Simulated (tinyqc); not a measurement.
Small-signal admittance of a forward-biased p+-n diode: effect of the hole lifetime.

Holes injected into a neutral base of width wb with an ohmic contact at its end; low injection, p0 far above the equilibrium density. A small voltage v exp(i w t), w = 2 pi f, modulates the edge density by p0 v/Vt, and the small-signal density obeys Dp d2p/dx2 = (1/tau + i w) p.

L = sqrt(Dp tau); direct current J = (q Dp p0/L) coth(wb/L); k = sqrt(1 + i w tau)/L; diffusion admittance Y = (q Dp p0/Vt) k coth(k wb) = G + i w C_diff; junction capacitance C_j = sqrt(q eps0 eps_r Nd/(2 Vr)) in the depletion approximation, with the remaining barrier Vr = Vt ln(Na/p0), a rough value under forward bias; base-width modulation is left out. Measured admittance 1/[Rs + 1/(Y + i w C_j)].

Parameters, values chosen for the exercise; permittivity close to that of 4H silicon carbide:
```
symbol   value      unit                                   meaning
T          300         K                               temperature
eps_r      9.7                               relative permittivity
Nd      1.8e17     cm^-3                 donor density of the base
Dp         1.6    cm^2/s                hole diffusion coefficient
wb         7.4        um                 width of the neutral base
p0      1.8e14     cm^-3  excess hole density at the junction edge
Na        6e19     cm^-3           acceptor density of the p+ side
Rs       0.015  ohm cm^2                         series resistance
f        8.8e5        Hz                          signal frequency
```

Constants: q = 1.602176634e-19 C, kB = 1.380649e-23 J/K, Vt = kB T/q, eps0 = 8.8541878128e-14 F/cm where lengths are in cm. Results are converted to the units shown.

The same in every row: C_j (uF/cm^2) = 0.19409.

Results:
```
tau (s)     w tau  G (S/cm^2)  C_diff (uF/cm^2)  measured G (S/cm^2)  measured C (uF/cm^2)  phase of the measured Y (degrees)
2e-9     0.011058      31.553          0.031552               21.424               0.10394                             1.5366
9e-9     0.049763      14.879          0.066906               12.181               0.17439                             4.5260
2e-7       1.1058      3.7727           0.22161               3.6378               0.37196                             29.482
9e-7       4.9763      2.8776           0.25672               2.8405               0.41374                             38.847
4e-6       22.117      2.6617           0.26623               2.6458               0.42508                             41.616
2e-5       110.58      2.6105           0.26854               2.5995               0.42784                             42.303
```

Estimate the missing row, tau = 4e-8 s.

Computed row:
```
tau (s)    w tau  G (S/cm^2)  C_diff (uF/cm^2)  measured G (S/cm^2)  measured C (uF/cm^2)  phase of the measured Y (degrees)
4e-8     0.22117      7.1321           0.13659               6.4797               0.26968                             12.960
```

With this row back in the table: As tau goes from 2e-9 to 2e-5, G falls from 31.6 to 2.61 S/cm^2, C_diff rises from 0.0316 to 0.269 uF/cm^2 and the measured C rises from 0.104 to 0.428 uF/cm^2. C_diff exceeds C_j for tau = 2e-7, 9e-7, 4e-6, 2e-5.

Program tinyqc, `OMP_NUM_THREADS=1 python tinyqc.py 2890228 2890229 out.jsonl`; Intel Xeon 2.30GHz, shared host, one thread, about 0.01 s.
